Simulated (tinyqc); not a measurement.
## Front-illuminated p-i-n photodiode, quantum efficiency and bandwidth: efficiency and bandwidth against the thickness of the depleted layer

Light enters through a p layer (0 to xp), a depleted layer (xp to xp + wi) and a thick n substrate, decaying as exp(-al x); one pass, no back reflection. Carriers made in the depleted layer are all collected; those in the neutral layers diffuse.

k = al Ln, s = S Ln/Dn, e = exp(-al xp); front layer f1 = (k/(k^2 - 1)) {[s + k - e (s cosh(xp/Ln) + sinh(xp/Ln))]/[s sinh(xp/Ln) + cosh(xp/Ln)] - k e}; depleted layer f2 = e (1 - exp(-al wi)); substrate f3 = e exp(-al wi) al Lp/(1 + al Lp); external efficiency (1 - Rf)(f1 + f2 + f3); responsivity = efficiency q lam/(h c). Drift response for pairs made in the depleted layer, a = al wi, g = 1 - exp(-a), u = 2 pi i f, te = wi/ve, th = wi/vh: electrons He = [g - a (exp(-a) - exp(-u te))/(u te - a)]/(u te g), holes Hh = [g - a (1 - exp(-a - u th))/(a + u th)]/(u th g); C = eps0 eps_r pi (dia/2)^2/wi + Cp; total |He + Hh|/sqrt(1 + (2 pi f RL C)^2), for the current of the depleted layer alone. Limits are the frequencies at which each factor falls to 1/sqrt(2); inverse-square sum (f_transit^-2 + f_RC^-2)^(-1/2); the diffusion currents f1 and f3 are left out of the bandwidth.

Parameters, values chosen for the exercise; values close to those of germanium at this wavelength: wavelength lam = 1550 nm; absorption coefficient al = 1480 1/cm; reflectance of the front face Rf = 0.05; relative permittivity eps_r = 15.6; thickness of the front p layer xp = 0.7 um; electron diffusion coefficient in the p layer Dn = 22 cm^2/s; electron diffusion length in the p layer Ln = 17 um; recombination velocity of the front surface S = 30000 cm/s; hole diffusion length in the thick n substrate Lp = 2.8 um; electron drift velocity ve = 5.94e6 cm/s; hole drift velocity vh = 4.13e6 cm/s; diameter dia = 280 um; load resistance RL = 50 ohm; parasitic capacitance Cp = 100 fF.

Constants: q = 1.602176634e-19 C, h = 6.62607015e-34 J s, c = 299792458 m/s, eps0 = 8.8541878128e-14 F/cm where lengths are in cm. Results are converted to the units shown.

Result of one run:
```
wi (um),f2,f1 + f3,responsivity (A/W),transit limit (GHz),RC limit (GHz),3 dB bandwidth (GHz),inverse-square sum (GHz),bandwidth x (1 - Rf) f2 (GHz)
0.56,0.07171,0.3371,0.4856,47.12,0.2082,0.2082,0.2082,0.01418
```

What becomes of these results when the thickness of the depleted layer wi is changed from 0.56 to 1.6 um, all else the same?

Result of the changed run:
```
wi (um),f2,f1 + f3,responsivity (A/W),transit limit (GHz),RC limit (GHz),3 dB bandwidth (GHz),inverse-square sum (GHz),bandwidth x (1 - Rf) f2 (GHz)
1.6,0.1901,0.3025,0.5850,16.66,0.5878,0.5872,0.5874,0.1061
```

The whole series:
```
wi (um),f2,f1 + f3,responsivity (A/W),transit limit (GHz),RC limit (GHz),3 dB bandwidth (GHz),inverse-square sum (GHz),bandwidth x (1 - Rf) f2 (GHz)
0.56,0.07171,0.3371,0.4856,47.12,0.2082,0.2082,0.2082,0.01418
0.95,0.1183,0.3235,0.5247,27.88,0.3516,0.3516,0.3516,0.03950
1.6,0.1901,0.3025,0.5850,16.66,0.5878,0.5872,0.5874,0.1061
2.7,0.2970,0.2711,0.6747,9.976,0.9794,0.9729,0.9747,0.2745
4.5,0.4384,0.2297,0.7935,6.081,1.600,1.529,1.547,0.6368
7.6,0.6088,0.1798,0.9366,3.688,2.611,2.047,2.131,1.184
13,0.7699,0.1326,1.072,2.222,4.220,1.904,1.966,1.393
21,0.8613,0.1058,1.149,1.402,6.303,1.356,1.368,1.110
36,0.8972,0.09528,1.179,0.8078,9.466,0.8039,0.8049,0.6852
```

As wi goes from 0.56 to 36, the responsivity rises from 0.486 to 1.18 A/W and the bandwidth goes from 0.208 through a maximum of 2.05 (at wi = 7.6 among the rows listed) to 0.804 GHz. The RC limit is the lower one for wi = 0.56, 0.95, 1.6, 2.7, 4.5, 7.6, the transit limit elsewhere. Adding inverse squares of the two limits is within 4.1 % of the full result. The product of bandwidth and fast efficiency goes from 0.0142 through a maximum of 1.39 (at wi = 13 among the rows listed) to 0.685 GHz. For wi = 0.56, 0.95, 1.6, 2.7, 4.5 the diffusion currents exceed 0.3 of the drift current; their own response times, left out, may then shape the whole response.

Program tinyqc, `OMP_NUM_THREADS=1 python tinyqc.py 2250019 2250020 out.jsonl`; Intel Xeon 2.30GHz, shared host, one thread, about 0.01 s.
